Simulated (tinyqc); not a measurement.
What each parameter does: parabolic quantum dot in a magnetic field (Fock-Darwin).

Two dimensions, V = m w0^2 r^2/2, one valley. hbar wc = 2 muB B/m, W = sqrt(w0^2 + wc^2/4), E(n, l, s) = (2n + |l| + 1) hbar W - l hbar wc/2 + s gs muB B, n = 0, 1, ..., l = 0, +/-1, ..., s = +/-1/2; length lam = sqrt(2c/(m hbar W)), c = hbar^2/2m0.

Exact treatment: the centre of mass separates with energy W, and the relative motion obeys [-(2c/m) Laplacian + (2c/m) r^2/(2 lam^2)^2 + q/(eps r)] psi = e_l psi for angular number l, solved in 14 Gaussians r^l exp(-a r^2), a = 1.7^i/(4 lam^2), i = -3 to 10. E(S) = W + e_0, E(T) = W + e_1 - wc/2 - Ez.

Constants: muB = 5.788381798e-05 eV/T; hbar^2/2m0 = 3.80998211 eV angstrom^2; e^2/(4 pi eps0) = 14.39964547 eV angstrom.

Values chosen for the exercise (near those of a gate-defined dot in GaAs; shifted at random, so the results belong to these values and not to a real crystal):
- m = 0.0657 m0 (mass)
- gs = -0.44 (g factor)
- w0 = 5.4 meV (confinement energy hbar w0)
- B = 2.95 T (magnetic field)
- eps = 12.9 (dielectric constant)

The two modes W +/- wc/2, lam and the exact E(T) - E(S), with q = e^2/(4 pi eps0) and Ez = |gs| muB B.

Results for these values:
```
case  upper mode (meV)  lower mode (meV)  lam (angstrom)  E(T) - E(S) (meV)
base             8.592             3.394           139.1               0.46
```

What happens to each result for B = 1.77 T, all else kept?

Answer: upper mode falls from 8.592 to 7.180; lower mode rises from 3.394 to 4.061; lam rises from 139.1 to 143.6; E(T) - E(S) rises from 0.46 to 1.28.

The same for each parameter in turn:
```
case           upper mode (meV)  lower mode (meV)  lam (angstrom)  E(T) - E(S) (meV)
base                      8.592             3.394           139.1               0.46
B = 1.77 T                7.180             4.061           143.6               1.28
w0 = 6.75 meV             9.832             4.634           126.6               1.28
m = 0.0756 m0             8.112             3.595           131.2               0.60
gs = -0.66                8.592             3.394           139.1               0.42
eps = 11                  8.592             3.394           139.1               0.21
```

(tinyqc, `OMP_NUM_THREADS=1 python tinyqc.py 1251079 1251080 out.jsonl`, Intel(R) Xeon(R) Processor @ 2.30GHz, 1 thread, shared host, about 0.05 s.)
